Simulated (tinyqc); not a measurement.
Inside a calculation: six-band hole subbands of a thin body in a field. Values are carried at full precision from step to step, so a last printed digit may differ when a step is redone from the rounded ones.

Constants: hbar^2/2m0 = 3.80998211 eV angstrom^2.

Parameters, chosen for this exercise (near those of a p-type Ge channel; not measured data): g1 = 13.38 (Luttinger gamma1); g2 = 4.23 (gamma2); g3 = 5.67 (gamma3); face = 110 (surface); Dso = 0.289 eV (spin-orbit splitting); b = -2.57 eV (tetragonal potential); d = -5.22 eV (trigonal potential); S = (9.98, -2.66, 14.99) 1/TPa (compliances s11, s12, s44); t = 35 angstrom (body thickness); F = 0.2 MV/cm (field across the body); sx = 0 GPa (stress along the channel [1-10], negative in compression); kmax = 0.06 1/angstrom (end of the path).

## Confinement masses without spin-orbit coupling

C(n n^T)/c has C_XX = (g1 + 4 g2) nx^2 + (g1 - 2 g2)(ny^2 + nz^2) and C_XY = 6 g3 nx ny, n the unit normal; its eigenvalues are the inverse masses along n.

C(n n^T)/c:
```
         X        Y       Z
X  17.6100  17.0100       0
Y  17.0100  17.6100       0
Z        0        0  4.9200
```

masses (m0): 1.6667  0.2033  0.0289

The heaviest mass, 1.67, comes from a near cancellation among the gammas, so a few per cent in them move it strongly.

## The matrix for one sine at q = 0

Basis X, Y, Z times spin, hole energies counted downwards from the unstrained edge (the hydrostatic shift is left out), c = hbar^2/2m0. For a symmetric tensor T let C(T) have C_XX = L Txx + M (Tyy + Tzz), C_XY = N Txy (cyclic), L = c (g1 + 4 g2), M = c (g1 - 2 g2), N = 6 c g3. k = q + kz n, n the unit normal, q = k1 u + k2 v with u along the channel [1-10] and v = n x u. H = C(k k^T) + (Dso/3)(1 - L.sigma) - B + e F z with (L_k)_ij = -i epsilon_kij; B is the block C built from the traceless strain with 2b, -b and sqrt(3) d in place of L, M, N. Strain: exx = eyy = (s11 + s12) sx/2, ezz = s12 sx, exy = -s44 sx/4. Hard walls at z = 0 and t; basis sin(j pi z/t), j = 1 to Nz: kz^2 = (j pi/t)^2, kz = -i D with D_jl = 4 j l/(t (j^2 - l^2)), z_jj = t/2 and z_jl = -8 t j l/(pi (j^2 - l^2))^2 for j + l odd; 1 MV/cm = 0.01 eV/angstrom.

Nz = 1, in meV.

H (meV):
```
               X+             Y+      Z+             X-             Y-      Z-
X+         671.90  522.14+96.33i       0              0              0  -96.33
Y+  522.14-96.33i         671.90       0              0              0  96.33i
Z+              0              0  282.36          96.33        -96.33i       0
X-              0              0   96.33         671.90  522.14-96.33i       0
Y-              0              0  96.33i  522.14+96.33i         671.90       0
Z-         -96.33        -96.33i       0              0              0  282.36
```

## Its levels

Diagonalise; the levels come in pairs. Give each pair and its weights on X, Y, Z, summed over spin and averaged over the pair.

levels (meV): 97.51  313.94  1214.70

weights:
```
   pair 1  pair 2  pair 3
X   0.401   0.106   0.494
Y   0.401   0.106   0.494
Z   0.199   0.789   0.013
```

## More sines

The four lowest pairs at q = 0.

Hole energies (meV):
```
Nz  pair 1  pair 2   pair 3  pair 4
1    97.51  313.94  1214.70       -
2    95.88  188.09   313.70  749.32
4    95.86  186.31   288.88  313.71
8    95.86  186.31   288.87  313.71
16   95.86  186.31   288.87  313.71
```

One sine is 1.65 meV off in the top subband, since the field mixes the sines. The second pair lies 90.4 meV deeper.

## Dispersion of the top subband

Nz = 14; the two lowest levels (spin-split where the field breaks inversion), in meV from their value at q = 0.

Energies (meV):
```
|q| (1/angstrom)     u a     u b    v a    v b
0.015              21.01   22.17   7.05   7.14
0.030              79.67   79.99  26.03  26.64
0.045             145.03  150.88  52.87  54.74
0.060             193.66  198.22  85.00  88.92
```

From the mean of each pair in the first row, c q^2/E gives 0.04 m0 along u and 0.12 m0 along v. The largest distance between a and b in the table is 5.85 meV. These masses hold for the first row only: the band bends further out.

## Checks

- Top level at q = 0 on (001) without field and stress against c (g1 - 2 g2)(pi/t)^2, eV: both 0.15103.
- Hermiticity, and E(q) against E(-q): they agree to 1e-10 or better.

Run: tinyqc, `OMP_NUM_THREADS=1 python tinyqc.py 1252749 1252750 out.jsonl`; Intel(R) Xeon(R) Processor @ 2.30GHz, one thread, shared host; about 0.3 s of CPU time with all checks.
